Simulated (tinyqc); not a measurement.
Eight-band Kane k.p model with strain, step by step. Values are carried at full precision from step to step, so a last printed digit may differ when a step is redone from the rounded ones.

Constants: hbar^2/2m0 = 3.80998211 eV angstrom^2.

Inputs chosen for the exercise (near those of Ge; shifted at random, so the results belong to these values and not to a real crystal): Eg = 0.906 eV (gap at Gamma to the s-like level); Dso = 0.287 eV (spin-orbit splitting); Ep = 26.4 eV (Kane energy); me = 0.0383 m0 (electron mass at Gamma); g1 = 13.35 (Luttinger gamma1); g2 = 4.24 (gamma2); g3 = 5.7 (gamma3); a = 5.656 angstrom (lattice constant); a_sub = 5.544 angstrom (lattice constant of the substrate); C11 = 127.3 GPa; C12 = 48.3 GPa; C44 = 66.2 GPa; face = 110 (growth face); ac = -8.16 eV (conduction deformation potential); av = 1.24 eV (valence hydrostatic potential); b = -2.55 eV (tetragonal shear potential); d = -5.26 eV (trigonal shear potential); k = (0.008, 0.029, 0) 1/angstrom (wave vector); kmax = 0.05 1/angstrom (end of the path).

## Derived values

P = sqrt(Ep c); A = 1/me - Ep (Eg + 2 Dso/3)/(Eg (Eg + Dso)) keeps the electron mass; g1' = g1 - Ep/(3 Eg), g2' = g2 - Ep/(6 Eg), g3' = g3 - Ep/(6 Eg) remove the coupling to S that the Luttinger values already hold; L = -c (g1' + 4 g2'), M = -c (g1' - 2 g2'), N = -6 c g3'. c = hbar^2/2m0.

P = 10.0291 eV angstrom
A = -0.6928

g1', g2', g3': 3.6370  -0.6165  0.8435

L, M, N (eV angstrom^2): -4.4612  -18.5546  -19.2820

The coupling to the valence bands supplies 26.80, against 1/me = 26.11; A makes up the difference. The diagonal term in A bends towards the gap, so the set should be tested for spurious states at large k.

## Strain of a layer grown coherently on a (110) face

e_par = (a_sub - a)/a in the plane; no stress along the normal: e_perp = -(C11 + 3 C12 - 2 C44)/(C11 + C12 + 2 C44) e_par; exx = eyy = (e_par + e_perp)/2, ezz = e_par, exy = (e_perp - e_par)/2, eyz = ezx = 0.

e_par = -0.019802
e_perp = 0.008988

strain tensor in the cubic axes:
```
           x          y          z
x  -0.005407   0.014395   0.000000
y   0.014395  -0.005407   0.000000
z   0.000000   0.000000  -0.019802
```

The layer is under compression in the plane; its volume changes by -3.062 %.

## Strain terms

Strain (Bir-Pikus): H_SS gains ac tr(e); H_XX gains l exx + m (eyy + ezz) and H_XY gains n exy, with l = av + 2 b, m = av - b, n = sqrt(3) d. The sign of av is such that the gap moves by (ac - av) tr(e); the change of P with strain is neglected.

Form the strain terms of the Hamiltonian.

ac tr(e) = 0.24983 eV

strain block of X, Y, Z (the same for both spins) (eV):
```
          X         Y        Z
X  -0.07467  -0.13115        0
Y  -0.13115  -0.07467        0
Z         0         0  0.03545
```

## The Hamiltonian at one k

Eight-band Kane model, basis S, X, Y, Z times spin, zero of energy at the top of the unstrained valence band, c = hbar^2/2m0. Within each spin: H_SS = Eg + A c k^2, H_SX = i P kx (likewise Y, Z), H_XX = -Dso/3 + L kx^2 + M (ky^2 + kz^2), H_XY = N kx ky, and cyclic. Spin-orbit term (Dso/3) L.sigma on X, Y, Z with (L_k)_ij = -i epsilon_kij: <X+|H|Y+> = -i Dso/3, <X+|H|Z-> = Dso/3, <Y+|H|Z-> = -i Dso/3, <Z+|H|X-> = -Dso/3, <Z+|H|Y-> = i Dso/3, <X-|H|Y-> = i Dso/3, and their conjugates; + and - are the spin along z. Terms from inversion asymmetry are left out, so every level is twofold.

Fill in the matrix, adding ac tr(e) to H_SS and the strain block to X, Y, Z of each spin.

H(k) (eV):
```
          S+               X+               Y+        Z+        S-               X-
S+    1.1534          0.0802i          0.2908i         0         0                0
X+  -0.0802i          -0.1862  -0.1356-0.0957i         0         0                0
Y+  -0.2908i  -0.1356+0.0957i          -0.1753         0         0                0
Z+         0                0                0   -0.0770         0          -0.0957
S-         0                0                0         0    1.1534          0.0802i
X-         0                0                0   -0.0957  -0.0802i          -0.1862
Y-         0                0                0  -0.0957i  -0.2908i  -0.1356-0.0957i
Z-         0           0.0957          0.0957i         0         0                0

                 Y-        Z-
S+                0         0
X+                0    0.0957
Y+                0  -0.0957i
Z+          0.0957i         0
S-          0.2908i         0
X-  -0.1356+0.0957i         0
Y-          -0.1753         0
Z-                0   -0.0770
```

## Levels and orbital character

Diagonalise H; the levels come in pairs. The weights are summed over spin and averaged over each pair.

levels, each twofold (eV): -0.4298  -0.0985  0.0265  1.2167

weights:
```
   pair 1  pair 2  pair 3  pair 4
S   0.023   0.013   0.007   0.957
X   0.393   0.282   0.324   0.002
Y   0.479   0.256   0.223   0.041
Z   0.104   0.449   0.446   0.000
```

The conduction pair has 4.3 % valence character at this k; the valence pair with most S character is pair 1 (2.3 %).

## Bands along [110] and [100]

The same diagonalisation at six points |k| = 0, kmax/5, ..., kmax along each direction.

Levels (eV):
```
direction  |k| (1/angstrom)   pair 1   pair 2   pair 3  pair 4
[110]                 0.000  -0.3797  -0.0680   0.0468  1.1558
[110]                 0.010  -0.3865  -0.0714   0.0459  1.1625
[110]                 0.020  -0.4069  -0.0810   0.0432  1.1820
[110]                 0.030  -0.4413  -0.0955   0.0389  1.2130
[110]                 0.040  -0.4894  -0.1133   0.0332  1.2537
[110]                 0.050  -0.5507  -0.1334   0.0263  1.3022
[100]                 0.000  -0.3797  -0.0680   0.0468  1.1558
[100]                 0.010  -0.3838  -0.0717   0.0428  1.1633
[100]                 0.020  -0.3962  -0.0830   0.0315  1.1850
[100]                 0.030  -0.4173  -0.1019   0.0148  1.2196
[100]                 0.040  -0.4475  -0.1277  -0.0056  1.2651
[100]                 0.050  -0.4872  -0.1592  -0.0286  1.3194
```

At kmax the conduction band lies 17.2 meV and the top valence band 54.9 meV apart between the two directions. k.p holds near Gamma; the zone edge lies near 1 1/angstrom.

## Masses at Gamma

m*/m0 = c h^2/(E(h) - E(0)) with |k| = h = 0.0001 1/angstrom; negative values are hole-like.

Masses (m0):
```
direction  pair 1  pair 2  pair 3  pair 4
[110]      -0.056  -0.110  -0.421   0.057
[100]      -0.093  -0.102  -0.094   0.051
```

Strain has split the top two pairs at Gamma, so each has its own mass tensor; the top pair has -0.421 along [110] and -0.094 along [100].

## Checks

- Electron mass of the unstrained model by finite differences against the input me: both 0.03830.
- Heavy-hole mass along [100] against 1/(g1 - 2 g2): both 0.2053.
- Light-hole mass along [100] against 1/(g1 + 2 g2): both 0.04581.

Program tinyqc; command `OMP_NUM_THREADS=1 python tinyqc.py 1080359 1080360 out.jsonl`; about 0.01 s on one thread of a shared Intel(R) Xeon(R) Processor @ 2.30GHz.
